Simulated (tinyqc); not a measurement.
Coverage and depolarisation: effective work function and flat-band voltage of a metal/high-k/SiO2/Si stack with a dipole layer.

Constants: e^2/(4 pi eps0) = 14.39964547 eV angstrom.

Inputs chosen for the exercise (a stack on Si capped with a magnesium-like oxide; not measured data):
```
symbol  value  unit        meaning
qd      0.56   e           charge of a dipole
dd      1.9    angstrom    its length
ed      11.9               dielectric constant in the dipole layer
al      3.4    angstrom^3  polarisability volume of a dipole
```

Size of the step: linear D0 = 4 pi e2 N qd dd/ed, and D0/(1 + 9 al N^(3/2)), N in angstrom^-2, a Topping factor applied on top of ed as a model choice.

Results:
```
N (cm^-2)  D0 (eV)  9 al N^(3/2)  D (eV)
2.0e+13     0.0324        0.0027  0.0323
5.0e+13     0.0809        0.0108  0.0800
1.0e+14     0.1618        0.0306  0.1570
2.0e+14     0.3236        0.0865  0.2978
7.0e+14     1.1325        0.5667  0.7229
1.0e+15     1.6179        0.9677  0.8223
```

Give the missing row, N (cm^-2) = 4.0e+14.

Computed row:
```
N (cm^-2)  D0 (eV)  9 al N^(3/2)  D (eV)
4.0e+14     0.6472        0.2448  0.5199
```

Depolarisation takes off 3.0 % at 1e14 and 36 % at 7e14 cm^-2. D would peak at N = (2/(9 al))^(2/3) = 1.6e+15 cm^-2, beyond the table.

Program tinyqc; command `OMP_NUM_THREADS=1 python tinyqc.py 1881211 1881212 out.jsonl`; about 0.01 s on one thread of a shared Intel(R) Xeon(R) Processor @ 2.30GHz.
